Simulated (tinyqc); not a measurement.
Against the doping: grain-boundary trapping model (Seto) of a polycrystalline semiconductor film. Computed by tinyqc, a small Python program. Command: `OMP_NUM_THREADS=1 python tinyqc.py 3025445 3025446 out.jsonl poly walk`. One thread of a shared host (Intel(R) Xeon(R) Processor @ 2.30GHz), about 0.01 s of CPU time with the checks.

Grains of equal size L are joined by thin boundaries with one trap level. Trapped carriers deplete a width W on each side and raise a barrier, crossed by thermionic emission. Dopants are fully ionised, statistics are non-degenerate and mu_g does not depend on T.

Inputs (values chosen for the exercise, modelled on polycrystalline ZnO): permittivity eps = 8.3; effective mass m = 0.29 m_0; effective density of states at 300 K, N_c = 3.7e+18 1/cm^3; grain size L = 48 nm; trap density Q_t = 7e+11 1/cm^2; trap level E_t below the band edge = 0.37 eV; temperature T = 400 K.

Grain interior: neglected.

Constants: e = 1.602176634e-19 C; eps_0 = 8.8541878128e-12 F/m; k_B = 8.617333262e-05 eV/K; m_0 = 9.1093837015e-31 kg; k_B = 1.380649e-23 J/K.

Method:
- If all traps fill, the grain is just depleted at N* = Q_t/L, with the barrier e Q_t L/(8 eps eps_0).
- N_c(T) = N_c (T/300 K)^(3/2). Filled traps Q = Q_t/(1 + (1/2) exp((E_t* - E_F)/k_B T)), where E_t* = e V_B - E_t and E_F are counted from the band edge at the grain centre. Partial depletion: Q = 2 N W, V_B = e N W^2/(2 eps eps_0), E_F = k_B T ln(N/N_c); solve for W. If that W would exceed L/2 the grain is fully depleted: W = L/2, Q = N L, and E_F follows from the trap equation. Centre density n_0 = N_c exp(E_F/k_B T).
- Boundary: sigma_b = L e^2 n_0 exp(-e V_B/k_B T)/sqrt(2 pi m k_B T); rho = 1/sigma_b. Mean carrier density n_av = n_0 [(1 - 2W/L) + (2W/L) (sqrt(pi)/2) erf(y)/y], y = sqrt(e V_B/k_B T); effective mobility 1/(e n_av rho).

N* = 1.45833e+17 1/cm^3

The same film:
```
N (1/cm^3)  W (nm)   V_B (V)  mean density (1/cm^3)  mobility (cm^2/(V s))  rho (ohm cm)
4.40e+15    24.000  0.002763             2.0371e+12                 761.23    4.0249e+03
1.50e+16    24.000  0.009418             8.5641e+12                 667.30    1.0922e+03
3.60e+16    24.000  0.022604             3.2074e+13                 509.39    3.8202e+02
7.30e+16    24.000  0.045835             1.6209e+14                 308.22    1.2493e+02
1.20e+17    24.000  0.075345             1.4814e+15                 156.30    2.6956e+01
1.80e+17    19.388  0.073752             1.1929e+17                 142.65    3.6678e-01
2.90e+17    12.059  0.045971             2.4465e+17                 250.89    1.0169e-01
5.80e+17     6.033  0.023013             5.5314e+17                 432.00    2.6120e-02
1.50e+18     2.333  0.008901             1.4884e+18                 625.28    6.7066e-03
5.80e+18     0.603  0.002302             5.7968e+18                 751.76    1.4323e-03
```

The barrier peaks among these rows at N = 1.2e17 (0.075 V) and the mobility has its minimum at 1.8e17; N* is 1.5e17. While the grain is fully depleted (W = L/2) V_B grows as N; once all traps are filled it falls as 1/N (last exponent -1.00). Partly depleted rows (W < L/2) with e V_B below 2 k_B T stretch the depletion approximation. Where the barrier is low the mobility is too high, because scattering inside the grains is left out. Where N approaches N_c the non-degenerate statistics fail. rho drops most steeply, as N^-10.6, between 1.2e17 and 1.8e17.

Extremes, crossings and ranges named in words are read from the listed rows.
